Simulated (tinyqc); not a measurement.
Valley splitting in a one-orbital chain of atomic planes (second-neighbour model): sweeps and comparisons. A value that a table varies takes the place of the one given here.

Each (001) plane carries one orbital with energy e0, hopping v to the next plane and u to the second: E(phi) = e0 + 2 v cos(phi) + 2 u cos(2 phi), where phi = pi - k a/4 (the sign of every second orbital is chosen so that v > 0, which shifts the phase by pi). The minimum lies at cos(phi0) = -v/(4u), phi0 = pi - (pi/2) k0 for a valley at k0 (2 pi/a), and e0 puts it at zero. A slab of N planes has hard walls: the matrix simply ends.

A well of Nw planes between barriers of 40 planes each (as of a SiGe alloy, taken as an offset alone). With x = j - 39.5 for plane j = 0, 1, ..., the potential is V0 (f(x) + f(Nw - x)) + F (j - 40) a/4, f(y) = 1/(1 + exp(y/L)), a step for L = 0; L is in planes, 4 L is about the distance over which f goes from 0.88 to 0.12, and 1 MV/m = 1e-4 V/angstrom.

Constants: hbar^2/2m0 = 3.80998211 eV angstrom^2.

Inputs chosen for the exercise (near those of the Delta valleys of silicon; abrupt walls in this chain split the valleys several times more than measured wells; shifted at random, so the results belong to these values and not to a real crystal): a = 5.442 angstrom (lattice constant; planes lie a/4 apart); ml = 0.89 m0 (longitudinal mass); N0 = 30 (first number of planes); Nf = 150 (planes in the thick slab); V0 = 0.25 eV (barrier height); F = 10 MV/m (field); Nw = 70 (planes in the well); k0 = 0.811 2 pi/a (position of the valley).

## Splitting against the number of planes

u = 0.632309 eV
v = 0.739900 eV
e0 = 1.481068 eV
phi0 = 1.867677 rad

Ten slabs from N0 on, of thickness (N - 1) a/4 between the outer planes. Effective mass: E1 = (c/ml)(pi/W)^2 with W = (N + 2) a/4: the amplitude vanishes on two missing planes at each end, and the envelope has its nodes N + 2 spacings apart. Large-N estimate of the splitting: 16 pi^2 u |sin(phi0) sin((N + 2) phi0)|/(N + 2)^3.

Doublet (meV):

| N | thickness (angstrom) | mean level | effective mass | splitting | estimate |
|---|---|---|---|---|---|
| 30 | 39.45 | 22.20 | 22.29 | 0.354 | 0.219 |
| 31 | 40.81 | 20.93 | 20.96 | 2.414 | 2.475 |
| 32 | 42.18 | 19.70 | 19.75 | 1.580 | 1.507 |
| 33 | 43.54 | 18.58 | 18.63 | 1.177 | 1.266 |
| 34 | 44.90 | 17.60 | 17.61 | 1.966 | 1.950 |
| 35 | 46.26 | 16.62 | 16.67 | 0.056 | 0.021 |
| 36 | 47.62 | 15.79 | 15.81 | 1.642 | 1.669 |
| 37 | 48.98 | 14.98 | 15.01 | 0.932 | 0.886 |
| 38 | 50.34 | 14.24 | 14.27 | 0.902 | 0.951 |
| 39 | 51.70 | 13.57 | 13.58 | 1.293 | 1.279 |

What can be read from the table?

The mean level falls smoothly, from 22.2 to 13.6 meV, within 0.5 % of the effective-mass value. The splitting swings between 0.056 (N = 35) and 2.414 meV (N = 31): one plane more or less changes the phase between the two walls by phi0 = 1.868 rad. The estimate misses the computed values by at most 0.134 meV.

## Splitting against the electric field

A thick slab in a field F: plane j = 0, 1, ... gains the energy F j a/4 (1 MV/m = 1e-4 V/angstrom), which presses the electron against the first wall. The exponent is the slope of ln(splitting) against ln F between 20 and 50 MV/m.

Doublet:

| F (MV/m) | mean level (meV) | splitting (meV) | splitting/F (meV per MV/m) |
|---|---|---|---|
| 1 | 7.97 | 0.1423 | 0.1423 |
| 2 | 12.57 | 0.2846 | 0.1423 |
| 5 | 22.87 | 0.7118 | 0.1424 |
| 10 | 35.87 | 1.4242 | 0.1424 |
| 20 | 56.05 | 2.8503 | 0.1425 |
| 30 | 72.62 | 4.2777 | 0.1426 |
| 50 | 100.35 | 7.1364 | 0.1427 |

exponent = 1.00

What does this show, and why?

The splitting goes from 0.1423 to 7.1364 meV. At high field it grows as F^1.00: at a single hard wall it follows the squared slope of the envelope, which is proportional to F, while the level itself grows about as F^(2/3) (here F^0.64). A hard wall is the sharpest interface possible; real Si interfaces split several times less.

## Sharp and graded interfaces

The lowest doublet for several interface widths L.

Doublet:

| L (planes) | 4 L (angstrom) | mean level (meV) | splitting (micro-eV) |
|---|---|---|---|
| 0.00 | 0.00 | 32.77 | 1424.05 |
| 0.25 | 1.36 | 32.95 | 750.80 |
| 0.50 | 2.72 | 33.23 | 155.43 |
| 0.75 | 4.08 | 33.58 | 31.79 |
| 1.00 | 5.44 | 34.02 | 6.21 |
| 1.50 | 8.16 | 35.13 | 0.20 |
| 2.00 | 10.88 | 36.44 | 0.01 |

How do the results move?

The mean level moves by +3.7 meV over the table, while the splitting falls from 1424.0 micro-eV at a step to 6.21 at L = 1 plane, a factor 229. Coupling the valleys needs the Fourier component of the potential at twice the valley wave vector, a period of a few planes, and grading removes it. Random alloy disorder, left out here, sets the splitting once this part is gone.

## What each parameter does

Step interfaces (L = 0). u, v, e0 follow from 8 u sin^2(phi0) = (2c/ml)/(a/4)^2, v = -4u cos(phi0), e0 = 2u + v^2/(4u), c = hbar^2/2m0. Each row changes one parameter from the base and keeps the others.

Results:

| case | mean level (meV) | splitting (micro-eV) |
|---|---|---|
| base | 32.77 | 1424.0 |
| k0 = 0.821 2 pi/a | 32.78 | 1417.3 |
| ml = 0.979 m0 | 31.78 | 1424.1 |
| V0 = 0.375 eV | 33.53 | 1424.1 |
| F = 20 MV/m | 49.74 | 2849.3 |
| Nw = 71 | 32.77 | 1424.0 |

What can be read from the table?

The largest shifts from the base row, up to three for each result and ties (the steps differ in size, so this ranks the rows, not the parameters). mean level (meV): F +16.97, ml -1.00, V0 +0.76; unchanged at the printed digits by Nw. splitting (micro-eV): F +1425.2, k0 -6.8, V0 +0.1, ml +0.1; unchanged at the printed digits by Nw.

Computed by tinyqc, a small Python program: `OMP_NUM_THREADS=1 python tinyqc.py 1450401 1450402 out.jsonl` (the numbers bound the seed that draws the inputs); one thread of a shared host (Intel(R) Xeon(R) Processor @ 2.30GHz), about 0.02 s for the whole set of steps.
